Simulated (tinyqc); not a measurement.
Comparisons within one model: conductance of a narrow metal strip with scatterers (square lattice, Green functions). A value that a table varies takes the place of the one given here.

A strip of W sites across with hard walls, site energy 0 and hopping -t. Mode n = 1 to W has profile chi_n(j) = sqrt(2/(W + 1)) sin(n j pi/(W + 1)) and energy en = -2t cos(n pi/(W + 1)); E = en - 2t cos(kn a). With z_n = exp(i kn a) (Im k > 0 for closed modes, |z| < 1) each lead gives the self-energy -t z_n in mode n. One column carries the site energies v, here a notch at the edge (a site raised out of reach). In the mode basis V_nm = sum_j chi_n(j) v_j chi_m(j), G = (E - en + 2 t z_n - V)^-1, and t_nm = 2t sqrt(sin(kn a) sin(km a)) G_nm in size for open modes. T = sum |t_nm|^2, conductance (2e^2/h) T.

Constants: e^2/h = 3.874045865e-05 S.

Parameters, chosen for this exercise (hopping and spacing of the size met in Cu or Al; the lattice is a model; the results hold for these values, not for the real material): t = 1.45 eV (hopping); W = 5 (sites across); v = (50, 0, 0, 0, 0) eV (site energies in the scattering column); a = 2.85 angstrom (spacing); E = -3.77 eV (Fermi energy).

## Conductance steps with and without the scatterer

E is varied across the lower half of the band.

Against energy:

| E/t | E (eV) | open modes | T | reflected |
|---|---|---|---|---|
| -3.30 | -4.785 | 1 | 0.9791 | 0.0209 |
| -2.95 | -4.277 | 2 | 1.1674 | 0.8326 |
| -2.65 | -3.842 | 2 | 1.5936 | 0.4064 |
| -2.30 | -3.335 | 2 | 1.8185 | 0.1815 |
| -1.95 | -2.828 | 3 | 2.0325 | 0.9675 |
| -1.65 | -2.393 | 3 | 2.1584 | 0.8416 |
| -1.30 | -1.885 | 3 | 2.3510 | 0.6490 |
| -0.95 | -1.377 | 4 | 3.0067 | 0.9933 |
| -0.65 | -0.943 | 4 | 3.0258 | 0.9742 |
| -0.30 | -0.435 | 4 | 3.1972 | 0.8028 |
| 0.05 | 0.072 | 5 | 4.0022 | 0.9978 |

What does this show, and why?

The clean strip goes from 1 to 5 open modes. The reflected flux ranges from 0.021 (E/t = -3.3) to 0.998 (E/t = 0.05). A scatterer on one site acts on one combination of modes only, so it can reflect at most one unit.

## The same scatterer in wider strips

Width (W + 1) a; the strength is the entry of v largest in size. The notch stays one site deep. Added resistance (1/T - 1/M)/(2 e^2/h), M the number of open modes.

Against width:

| W | width (angstrom) | M | T | T/M | added resistance (ohm) |
|---|---|---|---|---|---|
| 3 | 11.4 | 1 | 0.8701 | 0.8701 | 1926.3 |
| 4 | 14.2 | 2 | 1.0211 | 0.5105 | 6186.8 |
| 5 | 17.1 | 2 | 1.6337 | 0.8168 | 1446.9 |
| 6 | 19.9 | 2 | 1.9331 | 0.9666 | 223.2 |
| 8 | 25.6 | 3 | 2.8074 | 0.9358 | 295.2 |
| 10 | 31.4 | 4 | 3.6577 | 0.9144 | 301.9 |
| 14 | 42.8 | 6 | 5.2080 | 0.8680 | 327.1 |
| 20 | 59.9 | 8 | 7.6785 | 0.9598 | 67.5 |

How do the results move?

The added resistance is 1926 ohm at W = 3 and 67.5 at W = 20; from W = 10 to 20 it changes by a factor 0.22, where 1/M gives 0.50 and 1/M^2 gives 0.25. A point scatterer removes at most one unit of M (here 0.07 to 0.98), so its resistance is at most 1/(M (M - 1)) in units of h/2e^2, without bound for M = 1, with jumps where modes open or where the site sits near a node of the open modes; the largest value is at W = 4 (6187 ohm).

## What each change does

Open modes M, T and the added resistance (1/T - 1/M)/(2 e^2/h). Each row changes one parameter from the base and keeps the others.

Results:

| case | M | T | added resistance (ohm) |
|---|---|---|---|
| base | 2 | 1.6337 | 1447 |
| t = 1.508 eV | 2 | 1.7048 | 1117 |
| E = -3.65 eV | 2 | 1.6923 | 1173 |
| v = (50, 50, 0, 0, 0) eV | 2 | 1.0360 | 6005 |

What can be read from the table?

The largest shifts from the base row, up to three for each result and ties (the steps differ in size, so this ranks the rows, not the parameters). M: unchanged at the printed digits by t, E and v. T: v -0.5977, t +0.0711, E +0.0586. added resistance (ohm): v +4558, t -330, E -273.

Run: tinyqc, `OMP_NUM_THREADS=1 python tinyqc.py 1480901 1480902 out.jsonl`; Intel(R) Xeon(R) Processor @ 2.30GHz, one thread, shared host; about 0.01 s of CPU time with all checks.
